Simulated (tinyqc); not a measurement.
## Cap thickness from the capacitance plateau

Question. With only the buried channel on, 1/C = 1/Cox + (tc + zc)/(eps0 eps_r), Cox = eps0 eox/tox. Find tc and the oxide-equivalent thickness 3.9 eps0/C.

Inputs (values chosen for the exercise); band and dielectric values close to those of silicon:
```
symbol  value  unit                                                                 meaning
eps_r    11.7                                                         relative permittivity
eox      8.85        relative permittivity of the gate insulator (close to aluminium oxide)
tox        11    nm                                                     insulator thickness
zc        0.8    nm                    depth of the hole centroid below the top of the SiGe
```

Constants: eps0 = 8.8541878128e-14 F/cm where lengths are in cm. Results are converted to the units shown.

plateau of C/Cox with only the buried channel on = 0.69439948

Answer. The cap and the centroid act as a second capacitor in series with the insulator.

tc = 5.60 nm
equivalent thickness = 6.98 nm

Program tinyqc, `OMP_NUM_THREADS=1 python tinyqc.py 2042136 2042137 out.jsonl`; Intel Xeon 2.30GHz, shared host, one thread, about 0.02 s.
